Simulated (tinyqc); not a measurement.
## n-type polysilicon, carrier trapping at grain boundaries: effect of the doping

One-dimensional grains of size Lg, uniform ionised doping N, monovalent traps Qt at each boundary at a depth Et below (for electrons) or above (for holes) the band edge there, abrupt depletion of width W on each side of a boundary, Boltzmann statistics. xi is the distance from the band edge at the grain centre to the Fermi level. Trapped charge Qt/(1 + exp((xi + VB - Et)/Vt)) = 2 N W, barrier VB = q N W^2/(2 eps0 eps_r).

If the trap equation with xi = Vt ln(NB/N) has a root W < Lg/2, the grain is partly depleted; otherwise W = Lg/2 and the trap equation gives xi = Et - VB + Vt ln(Qt/(N Lg) - 1). N* = Qt/Lg. n0 = NB exp(-xi/Vt); mean density n0 (1 - 2 W/Lg) by charge balance in a partly depleted grain, and n0 (sqrt(pi)/2) erf(u)/u with u = sqrt(VB/Vt) in a fully depleted one; v = sqrt(kB T/(2 pi ms m0)); barrier resistivity Vt exp(VB/Vt)/(q fe n0 v Lg); grain resistivity (1 - 2 W/Lg)/(q n0 mug); effective mobility 1/(q mean density total resistivity). Rows with xi above 0.45 V, towards mid-gap, are left out, since the other carrier type is ignored.

Values chosen for this exercise; values of the order met in polycrystalline silicon: temperature T = 300 K; relative permittivity eps_r = 11.7; conduction-band density of states at T NB = 2.8e19 cm^-3; grain size Lg = 19 nm; trap density of a grain boundary Qt = 8.3e11 cm^-2; depth of the trap level from the majority band edge at the boundary Et = 0.38 eV; mass for thermionic emission ms = 0.34 m0; correction factor of the emission rate fe = 0.25; mobility inside the grains mug = 76 cm^2/(V s).

Constants: q = 1.602176634e-19 C, kB = 1.380649e-23 J/K, m0 = 9.1093837015e-31 kg, Vt = kB T/q, eps0 = 8.8541878128e-14 F/cm where lengths are in cm. Results are converted to the units shown.

Effect of the doping:

| N (cm^-3) | N/N* | depleted share 2 W/Lg | VB (V) | xi (V) | mean density (cm^-3) | resistivity (ohm cm) | effective mobility (cm^2/(V s)) |
|---|---|---|---|---|---|---|---|
| 4.2e16 | 0.09614 | 1.000 | 0.002931 | 0.4350 | 1.328e12 | 5.981e4 | 78.55 |
| 8.2e16 | 0.1877 | 1.000 | 0.005723 | 0.4121 | 3.106e12 | 2.753e4 | 72.98 |
| 1.6e17 | 0.3663 | 1.000 | 0.01117 | 0.3830 | 8.993e12 | 1.101e4 | 63.05 |
| 3.1e17 | 0.7096 | 1.000 | 0.02163 | 0.3353 | 5.088e13 | 2603 | 47.12 |
| 6e17 | 1.373 | 0.7280 | 0.02219 | 0.09935 | 1.632e17 | 0.3268 | 117.0 |
| 1.2e18 | 2.747 | 0.3640 | 0.01110 | 0.08143 | 7.632e17 | 0.1378 | 59.36 |
| 2.2e18 | 5.036 | 0.1986 | 0.006054 | 0.06576 | 1.763e18 | 0.07222 | 49.02 |
| 4.3e18 | 9.843 | 0.1016 | 0.003097 | 0.04844 | 3.863e18 | 0.03646 | 44.31 |
| 8.4e18 | 19.23 | 0.05200 | 0.001585 | 0.03113 | 7.963e18 | 0.01859 | 42.17 |

As N goes from 4.2e16 to 8.4e18, VB goes from 0.00293 through a maximum of 0.0222 (at N = 6e17 among the rows listed) to 0.00159 V, the resistivity falls from 59800 to 0.0186 ohm cm and the effective mobility moves up and down between 42.2 and 117 cm^2/(V s). The steepest fall of the resistivity among the rows, as N^(-13.6), lies between N = 3.1e17 and 6e17 cm^-3; N* = 4.37e17 cm^-3. While the grain is fully depleted VB grows as N; once the traps are full it falls as 1/N. For N = 4.3e18, 8.4e18 xi is under 2.5 Vt, where Boltzmann statistics begin to fail. In every row VB is below Vt, where abrupt depletion and thermionic emission are rough. For N = 6e17 the grain is near the changeover between partial and full depletion, within a few Debye lengths, where both limits are rough. For N = 4.2e16, 6e17 the effective mobility exceeds mug, since drift through the depleted part of the grain is left out.

tinyqc, about 0.01 s, one thread, Intel Xeon 2.30GHz (shared host): `OMP_NUM_THREADS=1 python tinyqc.py 2830117 2830118 out.jsonl`
